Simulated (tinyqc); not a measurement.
Ballistic transport through the one-dimensional subbands of a rectangular nanowire or nanosheet channel: one step, computed by the program tinyqc. Command: `OMP_NUM_THREADS=1 python tinyqc.py 3013938 3013939 out.jsonl wire walk`. One thread of a shared host (Intel(R) Xeon(R) Processor @ 2.30GHz), about 0.01 s of CPU time with the checks.

Hard walls, parabolic subbands, transport along x. Energies are counted from the bulk conduction band edge at the top of the barrier, which the gate pulls down by U; the source Fermi level lies at the bulk edge when U = 0.

Problem. Subbands. E_pq = (hbar^2 pi^2/2)(p^2/(m_y b^2) + q^2/(m_z a^2)); m_x = m_y = m_z = m, degeneracy g = 1; the 10 lowest subbands are kept.

Inputs (values chosen for the exercise, modelled on InAs): mass m = 0.03 m_0; height a = 7.7 nm; width b = 8.9 nm.

Valleys: single isotropic valley.

Constants: hbar^2/(2 m_0) = 3.80998212 eV angstrom^2; k_B = 8.617333262e-05 eV/K.

Give: Subbands.

Solution.

Subbands:

| valley axis | p | q | E (meV) | m_x (m_0) |
|---|---|---|---|---|
| - | 1 | 1 | 369.6 | 0.03 |
| - | 2 | 1 | 844.4 | 0.03 |
| - | 1 | 2 | 1003.9 | 0.03 |
| - | 2 | 2 | 1478.6 | 0.03 |
| - | 3 | 1 | 1635.6 | 0.03 |
| - | 1 | 3 | 2060.9 | 0.03 |
| - | 3 | 2 | 2269.8 | 0.03 |
| - | 2 | 3 | 2535.6 | 0.03 |
| - | 4 | 1 | 2743.3 | 0.03 |
| - | 3 | 3 | 3326.8 | 0.03 |

Caution: confinement energies this large call for non-parabolicity and barrier penetration, which lower the subbands and raise the mass.
